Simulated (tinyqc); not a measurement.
From results back to parameters: defect-molecule model of a vacancy with Jahn-Teller distortion.

Problem. With et the undistorted t2 level, Uc the repulsion of two electrons, I the Jahn-Teller coupling and k the force constant, the levels above Ev are E(2+/+) = et - E_JT, E(+/0) = et - 3 E_JT + Uc, the Stokes shift of the first transition is 2 E_JT, E_JT = 2 I^2/k and the distortion of the + state is 2 I/k. The values below come from hidden parameters.

levels (eV): (2+/+) 0.14464, (+/0) 0.20393

Stokes shift = 0.350711 eV
distortion of + = 0.170248 angstrom

Find: et, Uc; I; k.

Solution. E_JT is half the Stokes shift; et = E(2+/+) + E_JT; Uc = E(+/0) - E(2+/+) + 2 E_JT; with Q the distortion, I = E_JT/Q and k = 2 E_JT/Q^2.

et, Uc (eV): 0.320  0.410

I = 1.03 eV/angstrom
k = 12.1 eV/angstrom^2

(tinyqc, `OMP_NUM_THREADS=1 python tinyqc.py 1482867 1482868 out.jsonl`, Intel(R) Xeon(R) Processor @ 2.30GHz, 1 thread, shared host, about 0.01 s.)
